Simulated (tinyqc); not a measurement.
Inputs raised by 10 %, one at a time: Landau-Devonshire theory of a uniaxial ferroelectric. Computed by tinyqc, a small Python program. Command: `OMP_NUM_THREADS=1 python tinyqc.py 3007576 3007577 out.jsonl ferro sens`. One thread of a shared host (Intel(R) Xeon(R) Processor @ 2.30GHz), about 0.01 s of CPU time with the checks.

G(P) = (alpha/2) P^2 + (beta*/4) P^4 + (gamma/6) P^6 - E P per volume, SI units, one domain, P along the polar axis.

Inputs (values chosen for the exercise, modelled on barium titanate): alpha_0 = 688000 J m/(C^2 K); Curie-Weiss temperature T0 = 381 K; beta = -7.94e+08 J m^5/C^4; gamma = 1.68e+10 J m^9/C^6; temperature T = 347 K; film thickness d = 21 nm; screening length lambda = 0.0043 nm; background permittivity eps_b = 5; gradient coefficient g = 7.9e-11 J m^3/C^2.

Sample: free crystal.

Constants: eps_0 = 8.8541878128e-12 F/m.

Method:
- alpha = alpha_0 (T - T0*), T0* = T0, beta* = beta.
- Ps^2 = [-beta* + sqrt(beta*^2 - 4 alpha gamma)]/(2 gamma).
- chi = 1/(eps_0 G''), G'' = alpha + 3 beta* P^2 + 5 gamma P^4 at Ps. Ps, chi and the coercive field are for perfect screening, without a depolarising field. The intrinsic coercive field is |alpha P + beta* P^3 + gamma P^5| at the P_c where G'' = 0. 1 C/m^2 = 100 microcoulomb/cm^2.
- With the term (g/2) (dP/dx)^2, (g/2) P'^2 = G(P) - G(Ps) across the wall: energy = int_(-Ps)^(Ps) sqrt(2 g [G(P) - G(Ps)]) dP (40 Gauss-Legendre points); width = 2 Ps over the slope at P = 0, sqrt(2 |G(Ps)|/g). Elastic coupling inside the wall is left out.
- Between shorted electrodes with screening length lambda each, the depolarising field is -k P, k = 2 lambda/(eps_0 (d + 2 lambda eps_b)), so alpha turns into alpha + k.
- The polar state is the lowest uniform state while alpha + k < 0 (beta* > 0) or < 3 beta*^2/(16 gamma) (beta* < 0); setting the equality gives the critical thickness d_c.

Runs:
```
input moved                               from          to  susceptibility chi  wall energy (mJ/m^2)  critical thickness d_c (nm)  well depth G(Ps) (MJ/m^3)
base run                                     -           -              561.25                4.3627                       31.878                    -0.8328
alpha_0 (J m/(C^2 K))                   688000      756800              530.12                4.6109                       29.599                    -0.9130
Curie-Weiss temperature T0 (K)             381       419.1              342.20                7.0444                       17.105                    -1.8251
beta (J m^5/C^4)                    -794000000  -873400000              517.10                4.7500                       30.400                    -0.9291
gamma (J m^9/C^6)                     1.68e+10   1.848e+10              583.13                3.9967                       32.563                    -0.7546
gradient coefficient g (J m^3/C^2)     7.9e-11    8.69e-11              561.25                4.5756                       31.878                    -0.8328
screening length lambda (nm)            0.0043     0.00473              561.25                4.3627                       35.066                    -0.8328
```

Exponents ln(y'/y) / ln(x'/x):
```
input                       susceptibility chi  wall energy  critical thickness d_c  well depth G(Ps)
alpha_0                                 -0.599        0.581                  -0.778             0.965
Curie-Weiss temperature T0              -5.191        5.027                  -6.532             8.232
beta                                    -0.860        0.892                  -0.498             1.148
gamma                                    0.401       -0.919                   0.223            -1.035
gradient coefficient g                   0.000        0.500                   0.000             0.000
screening length lambda                  0.000        0.000                   1.000             0.000
```

Among the inputs moved here: susceptibility chi answers most in size to Curie-Weiss temperature T0 (exponent -5.191), next to beta (-0.860); its exponent is below 0.0005 for gradient coefficient g, screening length lambda. Wall energy answers most in size to Curie-Weiss temperature T0 (exponent +5.027), next to gamma (-0.919); its exponent is below 0.0005 for screening length lambda. Its exponent +0.500 in gradient coefficient g: wall energy scales as sqrt(g). Critical thickness d_c answers most in size to Curie-Weiss temperature T0 (exponent -6.532), next to screening length lambda (+1.000); its exponent is below 0.0005 for gradient coefficient g. Its exponent +1.000 in screening length lambda: k depends on lambda/d. Well depth G(Ps) answers most in size to Curie-Weiss temperature T0 (exponent +8.232), next to beta (+1.148); its exponent is below 0.0005 for gradient coefficient g, screening length lambda.
